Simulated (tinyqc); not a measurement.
Bands along [100] with and without spin-orbit coupling: tight-binding t2g bands of a cubic perovskite.

Orbitals yz, zx, xy (X, Y, Z below) times spin. E_xy = Dt + 2t (2 - cos x - cos y) + 2 td (1 - cos z) + 4 t2 (1 - cos x cos y) with x = kx a and so on; yz and zx follow by cyclic change, without Dt. Spin-orbit term -(Dso/3) L.sigma + Dso/3 with (L_k)_ij = -i epsilon_kij in X, Y, Z: for Dt = 0 the quartet lies at 0 and the doublet at Dso.

Values chosen for the exercise (of the size met in SrTiO3 and KTaO3; not measured data):
```
symbol  value   unit  meaning
t       0.216   eV    strong hopping
td      0.055   eV    weak hopping
t2      0.081   eV    diagonal hopping in the plane of the orbital
Dso     0.338   eV    spin-orbit splitting at Gamma
Dt      -0.251  eV    shift of xy (tetragonal field or confinement)
```

k = (x,0,0). The plain columns hold the three orbital energies without spin-orbit coupling, sorted.

Levels (eV):
```
x (2 pi/a)  plain 1  plain 2  plain 3   pair 1  pair 2  pair 3
0.00        -0.2510   0.0000   0.0000  -0.1983  0.0000  0.2853
0.02        -0.2450   0.0009   0.0060  -0.1926  0.0034  0.2890
0.04        -0.2272   0.0035   0.0238  -0.1759  0.0134  0.3005
0.06        -0.1979   0.0077   0.0531  -0.1485  0.0293  0.3201
0.15         0.0453   0.0606   0.3116   0.0526  0.1764  0.5266
0.20         0.0760   0.2714   0.5224   0.1301  0.3587  0.7190
0.30         0.1440   0.7386   0.9896   0.2264  0.8149  1.1689
0.50         0.2200   1.2610   1.5120   0.3129  1.3345  1.6836
```

Give the missing row, x (2 pi/a) = 0.10.

Computed row:
```
x (2 pi/a)  plain 1  plain 2  plain 3   pair 1  pair 2  pair 3
0.10        -0.1066   0.0210   0.1444  -0.0667  0.0763  0.3871
```

At the zone edge the heavy yz band has risen by 0.220 eV (4 td) and the light ones by 1.512 eV (4t + 8 t2). Spin-orbit coupling mixes the orbitals while their spacing is below Dso = 0.338 eV: the lowest pair lies +52.4 meV from the plain band at x = 0.02 and +92.9 meV at the edge, where yz has parted from the other two and its offset tends to Dso/3 = 112.7 meV; zx and xy, 251 meV apart without the coupling, still mix there. With Dt < 0 the lowest plain band at Gamma is xy, and yz passes below it further out.

Computed by tinyqc, a small Python program: `OMP_NUM_THREADS=1 python tinyqc.py 1482169 1482170 out.jsonl` (the numbers bound the seed that draws the inputs); one thread of a shared host (Intel(R) Xeon(R) Processor @ 2.30GHz), about 0.01 s for the whole set of steps.
